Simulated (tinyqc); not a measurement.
Screening length from the swing.

Problem. In a simple model of a Schottky-barrier transistor a barrier thinner than d = 2.3 nm is transparent, so the effective barrier is pn - psi (1 - exp(-d/lam)) and the swing beyond flat band is Vt ln 10/(1 - exp(-d/lam)). Find the thermionic swing, lam, and the effective barrier at psi = 0.2 V.

Inputs (values chosen for the exercise):
```
symbol  value  unit                                 meaning
T         300     K                             temperature
pn       0.34    eV  barrier for electrons at both contacts
```

Constants: q = 1.602176634e-19 C, kB = 1.380649e-23 J/K, Vt = kB T/q. Results are converted to the units shown.

swing in the tunnelling range = 123.58347 mV/decade

Solution. The ratio of the two swings is 1 - exp(-d/lam).

Vt ln 10 = 59.5 mV/decade
lam = 3.50 nm
effective barrier = 0.244 eV

Computed by the program tinyqc: `OMP_NUM_THREADS=1 python tinyqc.py 2390061 2390062 out.jsonl`, one thread of a shared Intel Xeon 2.30GHz, about 0.4 s for the whole run.
